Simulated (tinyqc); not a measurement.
# Abrupt p-n junction, non-linear Poisson equation by Newton steps: capacitance and field against bias

One dimension, p side on the left, n side on the right; net doping C = -Na for x < 0 and +Nd for x > 0. The potential psi is counted from the intrinsic level, and the quasi-Fermi potentials are flat: 0 for holes and -V for electrons, so n = ni exp((psi + V)/Vt) and p = ni exp(-psi/Vt) (Boltzmann statistics, full ionisation, no current).

The Poisson equation d/dx(eps0 eps_r dpsi/dx) = -q (p - n + C) is solved on a mesh of more than 1000 nodes that ends in neutral material (psi_p = -Vt ln(Na/ni), psi_n = Vt ln(Nd/ni) - V). C_j = q d/dV of the integral of p over x, from the linearised equation. ni = sqrt(Nc Nv) exp(-Eg/(2 Vt)), Eg in volts. Depletion approximation: Vbi = Vt ln(Na Nd/ni^2), W = sqrt(2 eps0 eps_r (Vbi - V)(1/Na + 1/Nd)/q), xp = W Nd/(Na + Nd), xn = W Na/(Na + Nd), peak field 2 (Vbi - V)/W, capacitance eps0 eps_r/W. The last column applies it to an abrupt Na-Nd junction.

Parameters, values chosen for the exercise; band and dielectric values those of a made-up semiconductor: temperature T = 273 K; band gap Eg = 3.43 eV; relative permittivity eps_r = 9.53; conduction-band density of states at T Nc = 2.18e18 cm^-3; valence-band density of states at T Nv = 3.46e19 cm^-3; acceptor density of the p side Na = 5e17 cm^-3; donor density of the n side Nd = 7.1e15 cm^-3.

Constants: q = 1.602176634e-19 C, kB = 1.380649e-23 J/K, Vt = kB T/q, eps0 = 8.8541878128e-14 F/cm where lengths are in cm. Results are converted to the units shown.

Result of one run:
```
peak |E| (kV/cm)	C_j (nF/cm^2)	1/C_j^2 (cm^4/uF^2)	eps0 eps_r/C_j (nm)	abrupt depletion C (nF/cm^2)
146.5	7.658	1.705e4	1102	7.636
```

Which bias of the p side against the n side V gave this result: 0.48, -1.68, -2.76 or -4.92 V?

V = -4.92 V.

The whole series:
```
V (V)	peak |E| (kV/cm)	C_j (nF/cm^2)	1/C_j^2 (cm^4/uF^2)	eps0 eps_r/C_j (nm)	abrupt depletion C (nF/cm^2)
0.48	86.20	13.32	5632	633.3	13.20
-0.6	100.7	11.24	7918	750.9	11.17
-1.68	113.7	9.900	1.020e4	852.3	9.852
-2.76	125.5	8.949	1.249e4	942.9	8.914
-3.84	136.4	8.229	1.477e4	1025	8.201
-4.92	146.5	7.658	1.705e4	1102	7.636
-6	156.0	7.192	1.933e4	1173	7.174
```

With V going from 0.48 to -6 V, C_j falls from 13.3 to 7.19 nF/cm^2 and the peak field rises from 86.2 to 156 kV/cm. The slope of 1/C_j^2, read as N = 2/(q eps0 eps_r |slope|), gives 6.99e15 cm^-3 between the first two rows and 7.00e15 cm^-3 between the last two, against Na Nd/(Na + Nd) = 7.00e15 cm^-3; the slopes of all rows agree within 0.2 %, as for uniform doping at both edges. At the end C_j goes as (Vbi - V)^(-0.50) with Vbi = 3.20 V, and it is 0.26 % above the abrupt depletion formula (at the first row 0.94 % above it).

Computed by the program tinyqc: `OMP_NUM_THREADS=1 python tinyqc.py 2000078 2000079 out.jsonl`, one thread of a shared Intel Xeon 2.30GHz, about 0.03 s for the whole run.
